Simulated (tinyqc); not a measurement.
# Capacitance of parallel on-chip lines from Laplace's equation on a mesh, step by step

Program tinyqc, `OMP_NUM_THREADS=1 python tinyqc.py 2790204 2790205 out.jsonl`; Intel Xeon 2.30GHz, shared host, one thread, about 0.9 s. Printed values are rounded.

Cross-section of an endless row of equal lines between two grounded planes; neighbours are driven in antiphase (+1 V and -1 V), so the plane midway between two lines is at 0 V. By symmetry one quarter is solved: x runs from the centre of a line (column 0, mirror) to that midplane (column 4, 0 V), y from the mid-height of the line (row 0, mirror) to the ground plane (row 3, 0 V). The line fills columns 0 to 1 and rows 0 to 1 at 1 V. Cells beside the line (below row 1) have e2, cells above have e1. Each link between nodes has the conductance g = mean permittivity of the two cells beside it (a cell beyond a mirror counts as 0), and the free nodes obey sum g (V_neighbour - V) = 0.

Inputs (values chosen for the exercise):

| symbol | value | unit | meaning |
|---|---|---|---|
| e1 | 2.7 |  | relative permittivity above and below the lines |
| e2 | 1 |  | relative permittivity between the lines |
| om | 1 |  | over-relaxation factor |

Constants: eps0 = 8.8541878128e-12 F/m. Results are converted to the units shown.

## Link conductances

gx[j, i] joins node (row j, column i) to column i + 1, gy[j, i] to row j + 1.

gx:
```
       col 0  col 1  col 2  col 3
row 0    0.5    0.5    0.5    0.5
row 1   1.85   1.85   1.85   1.85
row 2    2.7    2.7    2.7    2.7
row 3   1.35   1.35   1.35   1.35
```

gy:
```
       col 0  col 1  col 2  col 3  col 4
row 0    0.5      1      1      1    0.5
row 1   1.35    2.7    2.7    2.7   1.35
row 2   1.35    2.7    2.7    2.7   1.35
```

## Iteration 1: relaxation sweep

V at the start (V):
```
       col 0  col 1  col 2  col 3  col 4
row 0      1      1      0      0      0
row 1      1      1      0      0      0
row 2      0      0      0      0      0
row 3      0      0      0      0      0
```

One sweep visits the free nodes row by row from row 0, left to right, and replaces V by V + om (weighted mean of the neighbours - V), using new values at once.

V after sweep 1 (V):
```
         col 0    col 1    col 2    col 3    col 4
row 0  1.00000  1.00000  0.25000  0.06250  0.00000
row 1  1.00000  1.00000  0.28378  0.07939  0.00000
row 2  0.25000  0.31250  0.14907  0.05712  0.00000
row 3  0.00000  0.00000  0.00000  0.00000  0.00000
```

## Iteration 2: relaxation sweep

As before.

V after sweep 2 (V):
```
         col 0    col 1    col 2    col 3    col 4
row 0  1.00000  1.00000  0.40752  0.14158  0.00000
row 1  1.00000  1.00000  0.37931  0.13480  0.00000
row 2  0.40625  0.38883  0.20631  0.08528  0.00000
row 3  0.00000  0.00000  0.00000  0.00000  0.00000
```

## Course of the relaxation

Stop when no node changes by 1e-7 V. C = 4 eps0 sum g (difference of V along the link)^2, in aF/um.

Course of the iteration:
```
sweep  C (aF/um)  largest change (V)
1        140.150               0.312
2        126.300               0.158
3        124.358              0.0675
4        123.987              0.0331
5        123.912              0.0155
6        123.897             7.08e-3
7        123.894             3.21e-3
8        123.893             1.45e-3
9        123.893             6.51e-4
...          ...                 ...
12       123.893             5.93e-5
13       123.893             2.67e-5
14       123.893             1.20e-5
15       123.893             5.40e-6
16       123.893             2.43e-6
17       123.893             1.09e-6
18       123.893             4.92e-7
19       123.893             2.21e-7
20       123.893             9.95e-8
```

Converged in 20 sweeps. Over the last four sweeps the change shrinks by about 0.45 a sweep. C comes down from above, since the solution minimises the energy.

## Capacitance per length

converged V (V):
```
         col 0    col 1    col 2    col 3    col 4
row 0  1.00000  1.00000  0.53654  0.22673  0.00000
row 1  1.00000  1.00000  0.45971  0.18519  0.00000
row 2  0.46417  0.42833  0.24916  0.10859  0.00000
row 3  0.00000  0.00000  0.00000  0.00000  0.00000
```

C = 4 eps0 sum g (difference of V)^2 over all links (twice the energy of the four quarters, line at 1 V). Plate estimate without fringing: eps0 [2 e1 w/hd + 2 e2 t/(s/2)], w = 2 hx, t = 2 hx, s/2 = 3 hx, hd = 2 hx.

C = 123.893 aF/um
plate estimate = 59.6182 aF/um

C depends on the shape only, not on the mesh step hx. Meshes 6, 12 and 24 times finer extrapolate (Aitken) to 108.9 aF/um; this mesh is 14 % above that, and the plate estimate is 45 % below it.
